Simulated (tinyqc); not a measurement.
Choice of the surrounding dielectric: dielectric confinement in a thin film (image charges).

A film |z| < t/2 of dielectric constant eps between half-spaces of dielectric constant e2; lam = (eps - e2)/(eps + e2), q = e^2/(4 pi eps0). The self-energy of a band edge is taken with the high-frequency value, e2 = eh, and the field of a fixed ion with the static one, e2 = eo. A charge at z has images lam^|n| at n t + (-1)^n z. Its self-energy is S(z) = (q/2 eps) sum over n >= 1 of lam^n [1/(n t - 2z) + 1/(n t + 2z)] for odd n and 2 lam^n/(n t) for even n; at the centre S(0) = -(q/(eps t)) ln(1 - lam).

Donor at the centre, lam from the static eo, trial function cos(pi z/t) exp(-rho/l): E(l) = c/(m l^2) - (q/eps) times the integral over k of F(k t) (1 + (k l/2)^2)^(-3/2), with F(x) = F0 + 2 lam exp(-x) G/(1 - lam exp(-x)), F0 = 2[(1 - exp(-x/2))/x + x (1 + exp(-x/2))/(x^2 + 4 pi^2)], G = 2 sinh(x/2)[1/x - x/(x^2 + 4 pi^2)]; c = hbar^2/2m0. The binding energy is -E at the minimum, counted from the subband edge with its self-energy.

Constants: e^2/(4 pi eps0) = 14.39964547 eV angstrom; hbar^2/2m0 = 3.80998211 eV angstrom^2; Ry = 13.60569312 eV.

Parameters, chosen for this exercise (out of a larger set: near those of a Si (100) film, two-fold valleys, between layers of HfO2; not measured data): t = 18 angstrom (film thickness); eps = 11.7 (dielectric constant of the film); m = 0.195 m0 (mass in the plane).

The same film between different dielectrics; in this table one value e2 serves for both eo and eh.

Cases:

| case |
|---|
| e2 = 1 |
| e2 = 2.5 |
| e2 = 3.9 |
| e2 = 7.5 |
| e2 = 16 |
| e2 = 25 |
| e2 = 80 |

Rank the cases by binding (meV), lowest first.

Answer: e2 = 80, e2 = 25, e2 = 16, e2 = 7.5, e2 = 3.9, e2 = 2.5, e2 = 1.

Results:

| case | lam | <S> (meV) | binding (meV) | l (angstrom) |
|---|---|---|---|---|
| e2 = 1 | 0.843 | 139.2 | 265.8 | 16.8 |
| e2 = 2.5 | 0.648 | 81.2 | 166.0 | 17.9 |
| e2 = 3.9 | 0.500 | 54.9 | 125.3 | 18.7 |
| e2 = 7.5 | 0.219 | 20.2 | 77.1 | 20.6 |
| e2 = 16 | -0.155 | -12.2 | 39.8 | 23.8 |
| e2 = 25 | -0.362 | -26.6 | 26.0 | 26.3 |
| e2 = 80 | -0.745 | -49.4 | 8.4 | 34.5 |

The binding spans a factor 31.5, from 266 meV in vacuum to 8.4 meV for e2 = 80; going from 3.9 to 25 changes it by -99.3 meV and the band edge by -81.5 meV, so the binding responds 1.22 times as much as the edge (for an orbit much smaller than t the binding would change by twice the change of S(0), -137.1 meV; here l/t = 1.04 for e2 = 3.9).

(tinyqc, `OMP_NUM_THREADS=1 python tinyqc.py 1281061 1281062 out.jsonl`, Intel(R) Xeon(R) Processor @ 2.30GHz, 1 thread, shared host, about 0.09 s.)
